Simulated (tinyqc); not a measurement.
## Width from the threshold shift

Problem. Undoped body with a flat potential across it, hard walls, transport along x. Three valley pairs (g = 2 each) with the longitudinal mass along x, y or z. Non-parabolicity enters the subband edges through E (1 + al E) = gamma, so E = 2 gamma/(1 + sqrt(1 + 4 al gamma)); motion within a subband is taken as parabolic with the band-edge mass. Energies are counted from the bulk band edge. gamma = C pi^2 [a^2/(my (t + dl)^2) + b^2/(mz (H + dl)^2)], C = hbar^2/(2 m0). Each subband has N_k = g sqrt(2 mx m0 kB T/(pi hbar^2)); without degeneracy n = exp(EF/Vt) sum N_k exp(-E_k/Vt). Classical value Nc times t H, Nc = sum over valleys of 2 g (m m0 kB T/(2 pi hbar^2))^1.5 with m = (mx my mz)^(1/3). Threshold shift dVT = Vt ln(classical value/sum N_k exp(-E_k/Vt)). Find t and the lowest subband edge.

Values chosen for this exercise; masses close to those of silicon: temperature T = 300 K; longitudinal mass ml = 0.92 m0; transverse mass mt = 0.193 m0; non-parabolicity al = 0 1/eV; widening of the box by penetration into the insulator dl = 0 nm; height (along z) H = 17.6 nm.

Constants: q = 1.602176634e-19 C, kB = 1.380649e-23 J/K, hbar = 1.054571817e-34 J s, m0 = 9.1093837015e-31 kg, Vt = kB T/q, hbar^2/(2 m0) = 0.0380998212 eV nm^2. Results are converted to the units shown.

dVT = 22.740933 mV

Answer. dVT is evaluated for trial values of t with all subbands; between 1.5 and 25 nm one value matches.

t = 8.80 nm
E_1 = 11.6 meV

tinyqc, about 0.2 s, one thread, Intel Xeon 2.30GHz (shared host): `OMP_NUM_THREADS=1 python tinyqc.py 2350075 2350076 out.jsonl`
